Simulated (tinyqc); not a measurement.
## Thermal resistances of a two-die stack

Question. Heat leaves through the lower die only, and the system is linear. Find the resistance R1 from the lower die to the coolant, R2 between the dies, and the rise of the upper die when both are powered.

Inputs (values chosen for the exercise): power of the lower die P1 = 31 W; power of the upper die P2 = 11 W.

rises of the lower and upper die with only the lower one powered (K): 6.51  6.51
rises of the lower and upper die with only the upper one powered (K): 2.31  5.5

Solution. With only the lower die powered no heat crosses R2, so both dies rise by P1 R1; the difference in the second test is P2 R2; rises add.

R1 = 0.2100 K/W
R2 = 0.2900 K/W
rise of the upper die = 12.01 K

tinyqc, about 0.03 s, one thread, Intel Xeon 2.30GHz (shared host): `OMP_NUM_THREADS=1 python tinyqc.py 2162002 2162003 out.jsonl`
